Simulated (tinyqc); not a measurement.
Stripping the layer step by step: sheet resistance and Hall data of a diffused or implanted layer. Computed by tinyqc, a small Python program. Command: `OMP_NUM_THREADS=1 python tinyqc.py 3012812 3012813 out.jsonl layer walk`. One thread of a shared host (Intel(R) Xeon(R) Processor @ 2.30GHz), about 0.01 s of CPU time with the checks.

Carriers are taken equal to the net active doping down to the junction (full ionisation, which deep dopants in wide-gap hosts do not reach; no spill-over, no depletion), and the Hall factor is 1.

Inputs (values chosen for the exercise, modelled on nitrogen in 4H-SiC):
```
quantity                                 value        unit
mu_min                                    40.7  cm^2/(V s)
mu_max                                     931  cm^2/(V s)
N_ref                                  1.9e+17      1/cm^3
exponent alpha                            0.62           -
peak concentration N_0                 3.5e+20      1/cm^3
length scale l                             850          nm
background doping N_B (opposite type)    8e+14      1/cm^3
solubility limit N_s                   7.5e+19      1/cm^3
```

Profile: complementary error function. Activation: limited by solubility.

Constants: e = 1.602176634e-19 C.

Method:
- N(x) = N_0 erfc(x/l), dose N_0 l/sqrt(pi), junction x_j = l erfc^-1(N_B/N_0).
- Mobility mu = mu_min + (mu_max - mu_min)/(1 + (N_t/N_ref)^alpha), N_t = active doping + N_B; carriers n = active doping - N_B, active doping min(N, N_s).
- Integrals from x_0 (0 unless stated) to x_j by the midpoint rule on 400 even intervals: 1/R_s = e int n mu dx; sheet density n_s = int n dx; Hall sheet density (int n mu dx)^2/int n mu^2 dx; Hall mobility int n mu^2 dx/int n mu dx.
- After removing a depth d the integrals start at d. Differences between neighbouring rows give the local conductivity -d(1/R_s)/dx at the middle of the slice (the last slice uses one more step, not listed).

junction depth x_j = 2840.74 nm

Differential sheet resistance:
```
removed d (nm)  R_s (ohm)  slice conductivity (S/cm)  sigma at mid-slice (S/cm)
0                    11.9                     745.53                     745.54
280                  15.7                     745.53                     745.54
560                  23.5                     720.52                     745.54
840                  44.5                     434.15                     426.57
1120                 97.1                     211.00                     206.53
1400                227.9                      97.68                      95.44
1680                604.8                      41.29                      40.15
1960               2011.2                      14.05                      13.37
```

R_s doubles after removing between 560 and 840 nm of a layer 2840 nm deep, so half the current flows above that depth. Where sigma exceeds a tenth of its largest listed value, the slice values agree with it within 4 %.

Extremes, crossings and ranges named in words are read from the listed rows.
